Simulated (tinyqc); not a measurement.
Anisotropic wet etching of Si(100): plane rates, V-grooves, membranes and undercut: one step, computed by the program tinyqc. Command: `OMP_NUM_THREADS=1 python tinyqc.py 3014403 3014404 out.jsonl wetetch walk`. One thread of a shared host (Intel(R) Xeon(R) Processor @ 2.30GHz), about 0.01 s of CPU time with the checks.

A long slot opens the mask on a (100) wafer. The floor etches at R100; (111) walls stand at theta = arctan(sqrt2) = 54.7356 degrees to the surface and recede at R111 along their normal.

Task: Rates. R100 = k0 exp(-E/(k_B T)); a ratio given at 80 C scales as exp[(extra energy/k_B)(1/T - 1/353.15 K)]; R111 and R_ox follow by division. Temperatures in kelvin are T(C) + 273.15.

Inputs (values chosen for the exercise, close to those used for tetramethylammonium hydroxide solutions):

| quantity | value | unit |
|---|---|---|
| prefactor k0 of the (100) rate | 6.7e+08 | um/min |
| activation energy of (100), E | 0.626 | eV |
| ratio (100)/(111) at 80 C | 20 | - |
| extra energy of (111), dE | 0.12 | eV |
| ratio (100)/oxide at 80 C | 3200 | - |
| extra energy of the oxide, dE_ox | 0.21 | eV |
| bath temperature T | 45 | C |

Constants: k_B = 8.617333262e-05 eV/K.

Give: R100; R111; R_ox; anisotropy R100/R111.

Result:

R100 = 0.08122 um/min

R111 = 0.002632 um/min

R_ox = 1.188e-05 um/min

anisotropy R100/R111 = 30.86
